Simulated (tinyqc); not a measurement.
Range and order of the fit: effective mass of the split-off band from tabulated energies.

c = hbar^2/2m0.
Constants: hbar^2/2m0 = 3.80998211 eV angstrom^2.

Energies along [110], from the band edge downward:
```
k (1/angstrom)   E (meV)
0.000000         0.00000
0.002900         0.15210
0.005800         0.61140
0.008700         1.38690
0.011600         2.49350
0.014500         3.95300
0.017400         5.79350
0.020300         8.05040
0.023200        10.76620
```

reference mass (curvature of the model at k = 0.0001 1/angstrom) = 0.210973 m0

Least-squares fits of E = a k^2 (+ b k^4 + d k^6) over points 1 to n, and the line y = c k^2/E against E; errors of m against the reference.

Results:
```
n  E at point n (meV)  one term (%)  two terms (%)  three terms (%)  line (%)  rms residual, one term (meV)
3                 1.4         -1.30           0.02             0.02      0.01                         0.003
4                 2.5         -2.20           0.01             0.02      0.00                         0.009
5                 4.0         -3.32           0.03             0.00     -0.03                         0.020
6                 5.8         -4.65           0.06             0.01     -0.06                         0.041
7                 8.1         -6.17           0.10             0.01     -0.11                         0.075
8                10.8         -7.86           0.16             0.02     -0.19                         0.127
```

The error of the parabola goes from -1.30 to -7.86 % as the range widens, and at n = 8 its residual, 0.13 meV, is only 1.2 % of the top energy: a small residual does not vouch for the mass. Over the full range (n = 8) the best form is three terms (0.02 %); the line errs by +0.01 % at n = 3 and -0.19 % at n = 8. Without scatter, a narrower range or a second term is the cure: at n = 8 the errors are -7.86, +0.16 and +0.02 % for one, two and three terms. Three terms on three points interpolate exactly.

Run: tinyqc, `OMP_NUM_THREADS=1 python tinyqc.py 1850057 1850058 out.jsonl`; Intel(R) Xeon(R) Processor @ 2.30GHz, one thread, shared host; about 0.01 s of CPU time with all checks.
